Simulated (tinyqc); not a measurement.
Resistance of a source-drain extension with a graded tip: two steps of the calculation.

y runs along the channel, the gate covers y > 0. The doping is N0 for y < y0 and N0 10^(-(y - y0)/la) beyond, uniform over the depth xj. Sheet conductance s(y) = q mu(N) max(N - Nch, 0) xj + (for y > 0) ma Cox Vo, with mu(N) = u0 + (u1 - u0)/(1 + (N/Nr)^au) and Cox = eps0 eox/tox. Current is taken as one-dimensional; depletion of the tip, spreading and the contact are left out. The metallurgical junction lies at yj, where N = Nch.

Values chosen for this exercise; mobility law close to that of holes in silicon:

| symbol | value | unit | meaning |
|---|---|---|---|
| eox | 3.9 |  | relative permittivity of the gate insulator (close to silicon dioxide) |
| tox | 2.7 | nm | insulator thickness |
| N0 | 5.6e19 | cm^-3 | active doping of the extension far from the gate |
| la | 5.7 | nm/decade | lateral abruptness |
| y0 | 1.1 | nm | position under the gate where the fall begins (gate edge at 0) |
| xj | 20 | nm | depth of the extension |
| Nch | 8.6e17 | cm^-3 | channel doping |
| Vo | 0.37 | V | gate overdrive |
| ma | 60 | cm^2/(V s) | mobility of the gate-induced layer |
| u1 | 470.5 | cm^2/(V s) | mobility at low doping |
| u0 | 44.9 | cm^2/(V s) | mobility at high doping |
| Nr | 2.23e17 | cm^-3 | reference doping |
| au | 0.719 |  | exponent |
| Lg | 40 | nm | gate length |

Constants: q = 1.602176634e-19 C, eps0 = 8.8541878128e-14 F/cm where lengths are in cm. Results are converted to the units shown.

Question 1. Sheet resistances and junction position. yj = y0 + la log10(N0/Nch); sheet resistance of the full extension 1/[q mu(N0)(N0 - Nch) xj] and of the gate-induced layer 1/(ma Cox Vo); metallurgical length Lg - 2 yj; ye is where the doped and the gate-induced conductances are equal.

Give: yj; sheet resistance of the extension; sheet resistance of the induced layer; metallurgical length; ye; N at ye.

Answer 1.

yj = 11.44 nm
sheet resistance of the extension = 1073 ohm/square
sheet resistance of the induced layer = 3.522e4 ohm/square
metallurgical length = 17.12 nm
ye = 9.991 nm
N at ye = 1.543e18 cm^-3

The gate takes over 1.45 nm before the junction, where N is still 1.79 times the channel doping.

Question 2. Resistance of the overlapped part. Midpoint rule on 10 equal steps from 0 to yj: R_ov = sum h/s(y), per width.

Wanted: y; N; doped conductance; sheet resistance; R_ov.

Answer 2.

| point | y (nm) | N (cm^-3) | doped conductance (uS) | sheet resistance (ohm/square) |
|---|---|---|---|---|
| 0 | 0.57190 | 5.6000e19 | 932.20 | 1041.0 |
| 1 | 1.7157 | 4.3669e19 | 744.37 | 1294.1 |
| 2 | 2.8595 | 2.7511e19 | 493.97 | 1914.4 |
| 3 | 4.0033 | 1.7331e19 | 331.09 | 2781.8 |
| 4 | 5.1471 | 1.0919e19 | 223.53 | 3969.5 |
| 5 | 6.2909 | 6.8786e18 | 150.87 | 5578.3 |
| 6 | 7.4347 | 4.3334e18 | 100.14 | 7780.0 |
| 7 | 8.5785 | 2.7300e18 | 63.050 | 10936 |
| 8 | 9.7223 | 1.7199e18 | 34.315 | 15947 |
| 9 | 10.866 | 1.0835e18 | 10.621 | 25632 |

R_ov = 87.929 ohm um

tinyqc, about 0.05 s, one thread, Intel Xeon 2.30GHz (shared host): `OMP_NUM_THREADS=1 python tinyqc.py 2282164 2282165 out.jsonl`
